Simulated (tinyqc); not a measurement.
## Input admittance of a MOSFET at zero drain bias: distributed channel and distributed gate: input impedance against frequency

Source and drain grounded, strong inversion, w = 2 pi f, Cox = eps0 eox/tox. The channel is an RC line of resistance 1/(mu Cox Vo) per square fed from both ends, so one finger has the intrinsic admittance y = i w Cox L tanh(g)/g per width, g = (1/2) sqrt(i w tau), tau = L^2/(mu Vo). The vertical resistance rv/L is in series with y, the overlaps 2 i w Cov in parallel: y_t = 1/(1/y + rv/L) + 2 i w Cov. The gate strip is a line of Rsh/L per length loaded by y_t, so a finger has Y = y_t Wf tanh(k)/k, k = (Wf/sd) sqrt(y_t Rsh/L); the device has Nf Y.

Low-frequency limits, with c = Cox L and ct = c + 2 Cov: R_strip = Rsh Wf/(3 sd^2 L Nf), R_ch = (c/ct)^2 L/(12 mu Cox Vo Wf Nf), R_vert = (c/ct)^2 rv/(L Wf Nf), C = ct Wf Nf. Z = 1/(Nf Y) = R + 1/(i w C), Q = |Im Z|/R, far-point signal |1/cosh k|.

Values chosen for this exercise; values of the order met in silicon radio-frequency transistors:
- eox = 3.9 (relative permittivity of the gate insulator (close to silicon dioxide))
- tox = 5.8 nm (insulator thickness)
- L = 0.75 um (channel length)
- Wf = 1.2 um (finger width)
- Nf = 8 (number of fingers)
- mu = 320 cm^2/(V s) (channel mobility)
- Vo = 0.73 V (gate overdrive)
- Rsh = 14 ohm/square (sheet resistance of the gate)
- rv = 0 ohm um^2 (vertical resistivity of the gate stack)
- sd = 2 (number of ends at which a finger is contacted)
- Cov = 0.24 fF/um (overlap and fringe capacitance on each side)

Constants: eps0 = 8.8541878128e-14 F/cm where lengths are in cm. Results are converted to the units shown.

The same in every row: low-frequency R (ohm) = 38.40.

Result of one run:
```
w tau       |k|  R (ohm)  C (fF)      Q  signal at the far point
0.4539  0.02502    38.39   47.46  29.12                    1.000
```

Which frequency f gave this result: 1, 3, 6 or 60 GHz?

f = 3 GHz.

The whole series:
```
f (GHz)    w tau      |k|  R (ohm)  C (fF)      Q  signal at the far point
0.6      0.09078  0.01119    38.40   47.47  145.5                    1.000
1         0.1513  0.01445    38.40   47.47  87.31                    1.000
3         0.4539  0.02502    38.39   47.46  29.12                    1.000
6         0.9078  0.03533    38.38   47.40  14.58                    1.000
10         1.513  0.04545    38.33   47.27  8.782                   0.9999
30         4.539  0.07578    37.83   45.75  3.065                   0.9991
60         9.078  0.09771    36.26   41.54  1.761                   0.9977
100        15.13   0.1117    33.14   35.06  1.370                   0.9963
300        45.39   0.1465    18.58   19.66  1.452                   0.9940
```

R falls from 38.4 to 18.6 ohm and C falls from 47.5 to 19.7 fF. Q goes as f^(-1.00) between the first two rows and f^(0.05) between the last two, where w tau = 45.4 and |k| = 0.146. The low-frequency limits hold both R and C within 5 % up to f = 30 GHz among the rows.

Computed by the program tinyqc: `OMP_NUM_THREADS=1 python tinyqc.py 2262032 2262033 out.jsonl`, one thread of a shared Intel Xeon 2.30GHz, about 0.01 s for the whole run.
